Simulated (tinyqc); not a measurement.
CMOS latch-up, two-transistor model: course of the iteration: response to the injected current, once round the loop per iteration.

A parasitic pnp (emitter at Vdd, base shunted by Rw) and npn (emitter at ground, base shunted by Rs) feed each other: the npn collector current flows out of the pnp base node, the pnp collector current into the npn base node. Forward-active transistors with constant gains: Icn = Isn exp(Vn/Vt), Icp = Isp (exp(Vp/Vt) - 1). A current Ii is injected into the npn base node.

Icn = Isn exp(Vn/Vt); Vp solves Vp/Rw + Icp/bp = Icn; Vn(new) solves Vn/Rs + (Isn/bn) exp(Vn/Vt) = Icp + Ii.

Stop when Vn changes by less than 1e-9 V, or after 150 iterations. Vn must stay below 1.1 V.

Values chosen for this exercise; values close to those of bulk CMOS:
- T = 293 K (temperature)
- bn = 6.5 (current gain of the npn)
- bp = 5 (current gain of the pnp)
- Isn = 2.1e-15 A (saturation current of the npn at T)
- Isp = 8.6e-17 A (saturation current of the pnp at T)
- Rs = 52 ohm (substrate resistance shunting the npn)
- Rw = 220 ohm (well resistance shunting the pnp)
- Ii = 13.4 mA (current injected into the substrate)

Constants: q = 1.602176634e-19 C, kB = 1.380649e-23 J/K, Vt = kB T/q. Results are converted to the units shown.

Vn at the start = 0.56 V

Course of the iteration:
```
iteration	Vn (V)	|change| (V)
1	0.686147	0.126
2	0.686147	3.44e-10
```

Did this iteration meet its convergence test, and what does its course show?

Yes. Converged in 2 iterations. The change falls from 0.13 in the first iteration to below the tolerance in the last. An off state exists, since Ii is below the trigger current, the largest Ii that the node equations allow, 14.04 mA.

tinyqc, about 0.04 s, one thread, Intel Xeon 2.30GHz (shared host): `OMP_NUM_THREADS=1 python tinyqc.py 2670030 2670031 out.jsonl`
